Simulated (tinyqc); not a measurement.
Six-transistor SRAM cell, nodal equations and margins: course of the iteration: node voltages in a read by Newton steps.

Two cross-coupled inverters (pull-down bn, pull-up bp) hold the nodes Q and QB; access transistors (ba, threshold VTn, gate on the word line at Vdd when selected) join them to the bit lines. Transistor (EKV form, voltages against the body): I = 2 n b Vt^2 [F(vp - Vs) - F(vp - Vd)] from drain to source, F(v) = ln^2(1 + exp(v/(2 Vt))), vp = (Vg - VT + sg |Vd - Vs|)/n. n-channel bodies are at 0; for the p-channel device all voltages are counted down from Vdd. b in uA/V^2 gives I in uA. For an access transistor the bit line is the drain and the node the source. In a read both bit lines are at Vdd. The cell is symmetric (no mismatch).

F1 = In(gate QB, drain Q) - Ip(gate QB, drain Q) - Ia(bit line, Q), F2 the same with Q and QB exchanged; J by central differences with +/- 1e-6 V; solve J d = -F, limit each component to +/- 0.15 V and add.

Stop when the largest change of (Q, QB) is below 1e-9 V, or after 30 iterations. The rule counts as met only at the stable state with Q low.

Parameters, values chosen for the exercise: temperature T = 300 K; supply voltage Vdd = 0.9 V; slope factor n = 1.27; drain-induced barrier lowering sg = 0.111; n-channel threshold VTn = 0.36 V; p-channel threshold (magnitude) VTp = 0.29 V; gain factor of the pull-down transistor bn = 350 uA/V^2; gain factor of the access transistor ba = 180 uA/V^2; gain factor of the pull-up transistor bp = 190 uA/V^2.

Constants: q = 1.602176634e-19 C, kB = 1.380649e-23 J/K, Vt = kB T/q. Results are converted to the units shown.

(Q, QB) at the start (V): Q 0.430000, QB 0.490000

Course of the iteration:
```
iteration     Q (V)  largest |change| of one entry (V)
1          0.457408                             0.0325
2          0.457546                            1.38e-4
3          0.457546                            1.75e-8
4          0.457546                            < 1e-14
```

Did this iteration meet its convergence test, and what does its course show?

No. The steps settle on Q = QB = 0.4575 V. There det J is negative, so this is the unstable balance point of the latch, not a stored state. A rerun from (0, Vdd) converges in 5 iterations to Q = 0.1032 V, QB = 0.9000 V.

Numbers from tinyqc (`OMP_NUM_THREADS=1 python tinyqc.py 2340105 2340106 out.jsonl`; about 0.2 s on one thread of a shared Intel Xeon 2.30GHz).
